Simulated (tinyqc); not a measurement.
Concentration-dependent dopant diffusion with charged defects and the built-in field: one step, computed by the program tinyqc.

A constant source C_s feeds a half space. The dopant moves through neutral point defects and through charged ones, whose number grows with the majority carrier density n.

Problem. Diffusivity at the surface. n = C/2 + sqrt(C^2/4 + n_i^2); D(C) = h [Dx + D1 (n/n_i)], h = 1 + C/sqrt(C^2 + 4 n_i^2).

Inputs (values chosen for the exercise, modelled on arsenic in silicon): surface concentration C_s = 9.1e+18 1/cm^3; temperature T = 1050 C.

Field enhancement: on.

n_i = 9.288284e+18 1/cm^3

partial diffusivities (cm^2/s): Dx 8.677456e-16, D1 4.397575e-15

intrinsic diffusivity D_i = 5.265321e-15 cm^2/s

Give: n/n_i; field factor h; surface diffusivity D_s; enhancement D_s/D_i.

Solution.

n/n_i = 1.603

field factor h = 1.440

surface diffusivity D_s = 1.140e-14 cm^2/s

enhancement D_s/D_i = 2.166

C_s is 0.980 times n_i: diffusion is extrinsic near the surface.
